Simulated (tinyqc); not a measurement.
# Worked calculation: ellipsometry and reflectance of a transparent film on an absorbing substrate

Computed by the program tinyqc: `OMP_NUM_THREADS=1 python tinyqc.py 2870217 2870218 out.jsonl`, one thread of a shared Intel Xeon 2.30GHz, about 0.4 s for the whole run. Printed values are rounded.

Air (index 1), film, substrate with N2 = n2 - i k2; time factor exp(+i w t). q_j = sqrt(N_j^2 - sin^2 th), root with positive real part. Fresnel coefficients r_s = (q_a - q_b)/(q_a + q_b), r_p = (N_b^2 q_a - N_a^2 q_b)/(N_b^2 q_a + N_a^2 q_b). tan(Psi) exp(i Delta) = R_p/R_s, Delta taken from 0 to 360 degrees.

Values chosen for this exercise; indices close to those of a porous low-k film on silicon:

| symbol | value | unit | meaning |
|---|---|---|---|
| lam | 800 | nm | wavelength |
| th | 65 | degrees | angle of incidence |
| n1 | 1.294 |  | index of the transparent film |
| d | 76 | nm | film thickness |
| n2 | 3.692 |  | index of the substrate |
| k2 | 0.0065 |  | extinction coefficient of the substrate |

## Interface coefficients and thickness period

q0, q1, q2 and the coefficients r01 and r12 for p and s; the results repeat in d with the period lam/(2 q1).

q0 = 0.422618
q1 = 0.923603
q2 = 3.57903-0.00671i
r01,p = -0.132387
r01,s = -0.372141
r12,p = 0.354996-0.000720i
r12,s = -0.589751+0.000611i
period = 433.087 nm

## Psi, Delta and reflectances

beta = 2 pi d q1/lam, X = exp(-2 i beta), R = (r01 + r12 X)/(1 + r01 r12 X) for p and s.

beta = 0.551301 rad
X = 0.451276-0.892385i
R_p = 0.013839-0.324554i
R_s = -0.645306+0.364120i
Psi = 23.6738 degrees
Delta = 121.876 degrees
|R_p|^2 = 0.105527
|R_s|^2 = 0.549004

The bare substrate gives Psi = 16.50 and Delta = 179.83 degrees.
